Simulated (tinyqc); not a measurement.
Worked calculation: plane-wave Kohn-Sham cycle with exchange-only LDA in a layered model solid. One step of it, computed by the program tinyqc.

Task: Iteration 1: levels at that k. Diagonalise the Hermitian matrix.

H (hartree), order -2, -1, +0, +1, +2:
```
[[0.391668, -0.345000, -0.015000, 0.000000, 0.000000],
 [-0.345000, -0.033624, -0.345000, -0.015000, 0.000000],
 [-0.015000, -0.345000, -0.175388, -0.345000, -0.015000],
 [0.000000, -0.015000, -0.345000, -0.033624, -0.345000],
 [0.000000, 0.000000, -0.015000, -0.345000, 0.391668]]
```

Give: eigenvalues.

Result:

eigenvalues (hartree): [-0.664, -0.215, 0.175, 0.588, 0.656]
